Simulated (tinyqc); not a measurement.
Velocity overshoot from momentum and energy balance equations after a field step: one step, computed by the program tinyqc.

At t = 0 the field jumps from 0 to F in a uniform sample. v is the drift velocity and u = w - (3/2) k_B T the excess energy per carrier.

Question. First four steps. dv/dt = e F/m - v/tau_m(u), du/dt = e F v - u/tau_E, tau_m(u) = tau_0/(1 + c u), tau_0 = m mu_0/e, c = mu_0/(e tau_E v_s^2); this choice gives the steady state v (1 + mu_0 F v/v_s^2) = mu_0 F, which saturates at v_s. Step: v_new = v + dt (e F/m - v/tau_m(u)), u_new = u + dt (e F v - u/tau_E). Start v = u = 0; the distance adds dt (v + v_new)/2.

Inputs (values chosen for the exercise, modelled on holes in silicon except for tau_E):

| quantity | value | unit |
|---|---|---|
| energy relaxation time tau_E | 0.52 | ps |
| field after the step F | 56 | kV/cm |
| lattice temperature T | 300 | K |
| time step dt | 3.7 | fs |

Scheme: explicit Euler.

c = 11.89632 1/eV

tau_0 = 114.2243 fs

acceleration e F/m = 0.02402291 1e7 cm/s per fs

Give: Steps.

Answer.

Steps:

| step | t (fs) | v (1e7 cm/s) | u (eV) | tau_m (fs) |
|---|---|---|---|---|
| 1 | 3.7 | 0.0889 | 0.000000 | 114.2 |
| 2 | 7.4 | 0.1749 | 0.000184 | 114.0 |
| 3 | 11.1 | 0.2581 | 0.000545 | 113.5 |
| 4 | 14.8 | 0.3386 | 0.001076 | 112.8 |

After the first step u is still 0, below the drift energy m v^2/2, because the explicit scheme uses the old v: an error of the finite time step.
